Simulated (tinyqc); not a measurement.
Finite square well with mass mismatch (envelope functions): one step. Bound levels. Three cases, with inputs chosen for the exercise.

Task: Solve the condition for each n (six at most). With A = cos(kL/2) for even and sin(kL/2) for odd levels, the probability in the barriers is Pb = (A^2/kappa)/(A^2/kappa + L/2 +/- sin(kL)/(2k)), + for even.

A square well of width L and depth V0, mass mw inside and mb outside, energies from the bottom of the well, c = hbar^2/2m0. k = sqrt(mw E/c), kappa = sqrt(mb (V0 - E)/c). psi and psi'/m are continuous at the walls (BenDaniel-Duke), so level n solves k L + 2 atan[(k/mw)/(kappa/mb)] = n pi.

Constants: hbar^2/2m0 = 3.80998211 eV angstrom^2.

Case 1.

Values chosen (near those of a GaAs well in AlGaAs; not measured data): L = 150 angstrom (well width); V0 = 0.292 eV (barrier height); mw = 0.0681 m0 (mass in the well); mb = 0.0969 m0 (mass in the barrier).

Case 2.

Values chosen (near those of the light valleys of a Si film in HfO2; not measured data): L = 34 angstrom (well width); V0 = 1.575 eV (barrier height); mw = 0.192 m0 (mass in the well); mb = 0.18 m0 (mass in the barrier).

Case 3.

Values chosen (near those of the light valleys of a Si film in HfO2; not measured data): L = 46 angstrom (well width); V0 = 1.535 eV (barrier height); mw = 0.193 m0 (mass in the well); mb = 0.183 m0 (mass in the barrier).

Give: a table of n, parity, E (eV), k (1/angstrom), kappa (1/angstrom), Pb.

Result:

Case 1.

Levels:
```
n  parity  E (eV)  k (1/angstrom)  kappa (1/angstrom)      Pb
1    even  0.0165         0.01716             0.08371  0.0102
2     odd  0.0657         0.03427             0.07586  0.0418
3    even  0.1465         0.05117             0.06084  0.1027
4     odd  0.2521         0.06712             0.03186  0.2622
```

The lowest level lies at 67 % of the infinite-well value and decays into the barrier over 1/kappa = 11.9 angstrom.

Case 2.

Levels:
```
n  parity  E (eV)  k (1/angstrom)  kappa (1/angstrom)      Pb
1    even  0.1167         0.07668             0.26248  0.0129
2     odd  0.4591         0.15211             0.22961  0.0573
3    even  0.9960         0.22404             0.16539  0.1630
4     odd  1.5684         0.28114             0.01767  0.7658
```

The lowest level lies at 69 % of the infinite-well value and decays into the barrier over 1/kappa = 3.8 angstrom. Above about 0.5 eV (from level 3 on) a parabolic band is a rough model.

Case 3.

Levels:
```
n  parity  E (eV)  k (1/angstrom)  kappa (1/angstrom)      Pb
1    even  0.0692         0.05923             0.26533  0.0061
2     odd  0.2750         0.11803             0.24601  0.0259
3    even  0.6101         0.17579             0.21078  0.0662
4     odd  1.0554         0.23122             0.15178  0.1511
5    even  1.5205         0.27753             0.02640  0.6162
```

The lowest level lies at 75 % of the infinite-well value and decays into the barrier over 1/kappa = 3.8 angstrom. Above about 0.5 eV (from level 3 on) a parabolic band is a rough model.

Computed by tinyqc, one run a case: `OMP_NUM_THREADS=1 python tinyqc.py N N+1 out.jsonl` with N = 1281205, 1281356, 1281399; one thread of a shared Intel(R) Xeon(R) Processor @ 2.30GHz, about 0.02 s a run at most.
